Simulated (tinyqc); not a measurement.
Space-charge-limited current with shallow traps: two steps of the calculation.

One carrier type, drift only, an injecting contact at x = 0 (zero field) and thickness L. The share th = y/(1 + y), y = (Nc/Nt) exp(-Et/kB T), of the injected charge is free: J = q mu n F, eps0 eps_r dF/dx = q (n - n0)/th.

Values chosen for this exercise:
- T = 350 K (temperature)
- eps_r = 3.2 (relative permittivity)
- mu = 0.0039 cm^2/(V s) (mobility)
- L = 500 nm (thickness)
- Nc = 2.6e20 cm^-3 (band density of states)
- Nt = 1.3e17 cm^-3 (trap density)
- Et = 0.47 eV (trap depth)
- n0 = 2.9e11 cm^-3 (free carrier density in equilibrium)
- V = 3.7 V (voltage)

Constants: q = 1.602176634e-19 C, kB = 1.380649e-23 J/K, Vt = kB T/q, eps0 = 8.8541878128e-14 F/cm where lengths are in cm. Results are converted to the units shown.

Task 1. Limits and characteristic voltages. Ohmic J = q n0 mu V/L; Mott-Gurney J = (9/8) th eps0 eps_r mu V^2/L^3; they cross at Vx = 8 q n0 L^2/(9 th eps0 eps_r); traps fill at V_TFL = q Nt L^2/(2 eps0 eps_r).

Wanted: th; ohmic J; Mott-Gurney J; Vx; V_TFL.

Result 1.

th = 3.413e-4
ohmic J = 1.341e-5 A/cm^2
Mott-Gurney J = 4.647e-5 A/cm^2
Vx = 1.068 V
V_TFL = 91.89 V

Task 2. The exact current. Exact: with u = n0/n(L), w = -u - ln(1 - u) and v = -u - u^2/2 - ln(1 - u), V = (q n0 L^2/(th eps0 eps_r)) v/w^2 and J = q^2 n0^2 mu L/(th eps0 eps_r w). v/w^2 falls steadily with u, so u follows by bisection.

Wanted: v/w^2; u; w; J; exit field over V/L.

Result 2.

v/w^2 = 3.081
u = 0.3422
w = 0.07668
J = 5.677e-5 A/cm^2
exit field over V/L = 1.449

J is 5.2 % below the plain sum of the two limits; the exit field lies between the ohmic 1 and the Mott-Gurney 1.5.

Range of the model: Diffusion and a field-dependent mobility are left out. With injecting contacts the diffusion current, about 4 pi^2 Vt th eps0 eps_r mu V/L^3, equals the Mott-Gurney current at V = 35 kB T/q (0.9 V at 300 K), so the drift-only result needs V well above that.

Program tinyqc, `OMP_NUM_THREADS=1 python tinyqc.py 2370131 2370132 out.jsonl`; Intel Xeon 2.30GHz, shared host, one thread, about 0.01 s.
